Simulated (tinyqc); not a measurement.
Hubbard chain of 3 sites, step by step. One step of it, computed by the program tinyqc.

Question. Mean-field iteration 3. H(up) = T + U n(down), H(down) = T + U n(up); fill the lowest levels; n(new) = n + mixing (n(out) - n); E = tr T (rho up + rho down) + U sum n_up n_down of the output.

one-body matrix (hopping and site energies) (eV), lower triangle:
```
           1          2          3
1  -0.670000
2  -0.660000   0.140000
3   0.000000  -0.660000  -0.820000
```

U = 1.200000 eV

electrons, up and down: 2  1

mixing = 1

n(up) after iteration 2: 1 0.874110, 2 0.246350, 3 0.879540

n(down) after iteration 2: 1 0.215262, 2 0.497635, 3 0.287103

Give: levels, up; levels, down; energy; n(up) after iteration 3; n(down) after iteration 3.

Answer.

levels, up (eV): -0.9591  -0.4422  1.2513

levels, down (eV): -0.5673  0.3079  1.3094

energy = -2.6437 eV

n(up) after iteration 3: 1 0.8792, 2 0.2329, 3 0.8879

n(down) after iteration 3: 1 0.2250, 2 0.4624, 3 0.3126
